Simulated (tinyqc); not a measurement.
Inside a calculation. Model: binary melting diagram from solution models of liquid and solid. Computed by tinyqc, a small Python program that keeps every step. Command: `OMP_NUM_THREADS=1 python tinyqc.py 3005340 3005341 out.jsonl melt walk`. One thread of a shared host (Intel(R) Xeon(R) Processor @ 2.30GHz), about 0.01 s of CPU time with the checks. Intermediate numbers are printed to about 7 digits and carried at full precision; extremes and crossings named in words are read from the listed rows.

x is the fraction of B. In a phase with interaction L: mu_A = G_A + R T ln(1 - x) + L x^2, mu_B = G_B + R T ln x + L (1 - x)^2. Melting: G(liquid) - G(solid) = H (1 - T/T_m) for each pure component.

Inputs (values chosen for the exercise, modelled on Si-Ge):

| quantity | value | unit |
|---|---|---|
| melting point T_A | 1687 | K |
| melting point T_B | 1211 | K |
| heat of melting H_A | 49.8 | kJ/mol |
| heat of melting H_B | 37.5 | kJ/mol |
| liquid interaction L_L | 6 | kJ/mol |
| solid interaction L_S | 3.5 | kJ/mol |
| position of T, (T - T_A)/(T_B - T_A) | 0.76 | - |
| dilute content c0 of B | 0.0035 | - |
| growth number V delta/D | 0.43 | - |

Diagram: complete solid solution (lens).

Constants: R = 8.314462618 J/(mol K).

## Temperature and melting free energies

T = T_A + u (T_B - T_A). The ideal solution has k_A = exp(dG_A/(R T)) = (1 - xs)/(1 - xl) and k_B = exp(dG_B/(R T)) = xs/xl, so xl = (1 - k_A)/(k_B - k_A).

T = 1325.24 K

dG_A = 10.67910 kJ/mol

dG_B = -3.537572 kJ/mol

ideal liquidus xl = 0.8562531

ideal solidus xs = 0.6211130

## Tie line by Newton steps

Equal potentials: F_A = dG_A + R T ln[(1 - xl)/(1 - xs)] + L_L xl^2 - L_S xs^2 = 0, F_B = dG_B + R T ln(xl/xs) + L_L (1 - xl)^2 - L_S (1 - xs)^2 = 0. Newton steps from the ideal values with the exact Jacobian, halved if x would leave (0, 1); stop below 1e-12, residuals under 1e-7 shown as 0.

Iteration:

| step | xl | xs | F_A (kJ/mol) | F_B (kJ/mol) |
|---|---|---|---|---|
| 1 | 0.8562531 | 0.6211130 | 3.048781e+00 | -3.784646e-01 |
| 2 | 0.9067277 | 0.6333081 | -8.762745e-01 | -1.561688e-03 |
| 3 | 0.8967619 | 0.6257896 | -5.606284e-02 | 5.102913e-04 |
| 4 | 0.8960495 | 0.6252985 | -2.494882e-04 | 2.117131e-06 |
| 5 | 0.8960463 | 0.6252963 | 0 | 0 |
| 6 | 0.8960463 | 0.6252963 | 0 | 0 |

liquidus xl = 0.8960463

solidus xs = 0.6252963

The interactions move the liquidus by +0.0398 and the solidus by +0.0042; the lens is 1.15 times as wide as the ideal one here.

## Dilute B in A: partition coefficient and slope

At T_A, k0 = exp[(dG_B(T_A) + L_L - L_S)/(R T_A)]; van 't Hoff: m_L = -R T_A^2 (1 - k0)/H_A per unit fraction. Burton-Prim-Slichter: k_eff = k0/[k0 + (1 - k0) exp(-V delta/D)]. Freezing range of c0: |m_L| c0 |1 - k0|/k0.

partition coefficient k0 = 0.4178529

liquidus slope m_L = -276.6099 K

effective coefficient k_eff = 0.5245817

freezing range = 1.348792 K

k0 < 1: the solid rejects B and B lowers the melting point. Faster growth moves k_eff towards 1.

## Solute along a frozen bar

For the solid at frozen fraction f, relative to c0. Lever rule: k0/[1 - (1 - k0) f]. Scheil (no diffusion in the solid, mixed liquid): k (1 - f)^(k - 1), with k0 and with k_eff. One zone pass with a zone a tenth of the bar long: 1 - (1 - k0) exp(-10 k0 f).

Ratio c_s/c0:

| f | lever rule | Scheil, k0 | Scheil, k_eff | one zone pass |
|---|---|---|---|---|
| 0.0 | 0.4178529 | 0.417853 | 0.524582 | 0.4178529 |
| 0.1 | 0.4436817 | 0.444284 | 0.551527 | 0.6166800 |
| 0.3 | 0.5062700 | 0.514279 | 0.621522 | 0.8338046 |
| 0.5 | 0.5894164 | 0.625557 | 0.729337 | 0.9279429 |
| 0.7 | 0.7052405 | 0.842201 | 0.929821 | 0.9687583 |
| 0.8 | 0.7820826 | 1.066416 | 1.127499 | 0.9794286 |
| 0.9 | 0.8777176 | 1.596506 | 1.567586 | 0.9864546 |

All but the k_eff column start at k0 = 0.418. At f = 0.9 Scheil gives 1.60 against 0.878 for the lever rule, since the solid keeps what it took and the last liquid is richer in B. Scheil passes c0 at f = 0.777. Last over first value: 3.82 with k0 and 2.99 with k_eff, so faster growth gives the more even bar.

## The lens

The formulas are those given above.

Liquidus and solidus:

| T (K) | xl | xs | ideal xl | ideal xs |
|---|---|---|---|---|
| 1663 | 0.0865380 | 0.0356949 | 0.0762848 | 0.0277212 |
| 1592 | 0.3327457 | 0.1371406 | 0.2857377 | 0.1171848 |
| 1520 | 0.5470538 | 0.2411301 | 0.4732715 | 0.2219703 |
| 1449 | 0.7098009 | 0.3559081 | 0.6337182 | 0.3437353 |
| 1378 | 0.8289931 | 0.4959977 | 0.7701330 | 0.4903926 |
| 1306 | 0.9169492 | 0.6790905 | 0.8844930 | 0.6745861 |
| 1235 | 0.9816196 | 0.9107899 | 0.9744907 | 0.9064524 |

The lens is widest among these rows at 1449 K (0.354 in x, ideal 0.290). L_L - L_S = +2.5 kJ/mol, relative to the mixed solid, penalises the mixed liquid, and the liquidus lies above the ideal one in every row.

Checks made by the program: tie line against the common tangent on 20001 points (relative difference 5e-06); k0 and m_L against a tie line 0.01 K from T_A (relative difference 6e-06).
